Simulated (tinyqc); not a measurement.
Armchair graphene nanoribbon in tight binding: one step. Levels at k. Two cases, with inputs chosen for the exercise.

Problem. Diagonalise H.

Give: levels.

Case 1.

H(k) (eV), rows A1, A2, A3, A4, A5, B1, B2, B3, B4, B5 and columns alike:
```
[[0, 0, 0, 0, 0, -2.232120-1.817368i, -2.421448+0.861099i, 0, 0, 0],
 [0, 0, 0, 0, 0, -2.421448+0.861099i, -1.992964-1.622650i, -2.421448+0.861099i, 0, 0],
 [0, 0, 0, 0, 0, 0, -2.421448+0.861099i, -1.992964-1.622650i, -2.421448+0.861099i, 0],
 [0, 0, 0, 0, 0, 0, 0, -2.421448+0.861099i, -1.992964-1.622650i, -2.421448+0.861099i],
 [0, 0, 0, 0, 0, 0, 0, 0, -2.421448+0.861099i, -2.232120-1.817368i],
 [-2.232120+1.817368i, -2.421448-0.861099i, 0, 0, 0, 0, 0, 0, 0, 0],
 [-2.421448-0.861099i, -1.992964+1.622650i, -2.421448-0.861099i, 0, 0, 0, 0, 0, 0, 0],
 [0, -2.421448-0.861099i, -1.992964+1.622650i, -2.421448-0.861099i, 0, 0, 0, 0, 0, 0],
 [0, 0, -2.421448-0.861099i, -1.992964+1.622650i, -2.421448-0.861099i, 0, 0, 0, 0, 0],
 [0, 0, 0, -2.421448-0.861099i, -2.232120+1.817368i, 0, 0, 0, 0, 0]]
```

Solution.

levels (eV): [-6.2329, -4.6258, -3.8223, -2.7685, -2.5888, 2.5888, 2.7685, 3.8223, 4.6258, 6.2329]

Case 2.

H(k) (eV), rows A1, A2, A3, A4, A5, A6, B1, B2, B3, B4, B5, B6 and columns alike:
```
[[0, 0, 0, 0, 0, 0, -2.491037-0.496319i, -2.527730+0.249364i, 0, 0, 0, 0],
 [0, 0, 0, 0, 0, 0, -2.527730+0.249364i, -2.491037-0.496319i, -2.527730+0.249364i, 0, 0, 0],
 [0, 0, 0, 0, 0, 0, 0, -2.527730+0.249364i, -2.491037-0.496319i, -2.527730+0.249364i, 0, 0],
 [0, 0, 0, 0, 0, 0, 0, 0, -2.527730+0.249364i, -2.491037-0.496319i, -2.527730+0.249364i, 0],
 [0, 0, 0, 0, 0, 0, 0, 0, 0, -2.527730+0.249364i, -2.491037-0.496319i, -2.527730+0.249364i],
 [0, 0, 0, 0, 0, 0, 0, 0, 0, 0, -2.527730+0.249364i, -2.491037-0.496319i],
 [-2.491037+0.496319i, -2.527730-0.249364i, 0, 0, 0, 0, 0, 0, 0, 0, 0, 0],
 [-2.527730-0.249364i, -2.491037+0.496319i, -2.527730-0.249364i, 0, 0, 0, 0, 0, 0, 0, 0, 0],
 [0, -2.527730-0.249364i, -2.491037+0.496319i, -2.527730-0.249364i, 0, 0, 0, 0, 0, 0, 0, 0],
 [0, 0, -2.527730-0.249364i, -2.491037+0.496319i, -2.527730-0.249364i, 0, 0, 0, 0, 0, 0, 0],
 [0, 0, 0, -2.527730-0.249364i, -2.491037+0.496319i, -2.527730-0.249364i, 0, 0, 0, 0, 0, 0],
 [0, 0, 0, 0, -2.527730-0.249364i, -2.491037+0.496319i, 0, 0, 0, 0, 0, 0]]
```

Solution.

levels (eV): [-7.0460, -5.6461, -3.6365, -2.2701, -1.4950, -1.0434, 1.0434, 1.4950, 2.2701, 3.6365, 5.6461, 7.0460]

The levels come in pairs +E, -E because only A-B bonds occur.

Computed by tinyqc, one run a case: `OMP_NUM_THREADS=1 python tinyqc.py N N+1 out.jsonl` with N = 1481445, 1481825; one thread of a shared Intel(R) Xeon(R) Processor @ 2.30GHz, about 0.03 s a run at most.
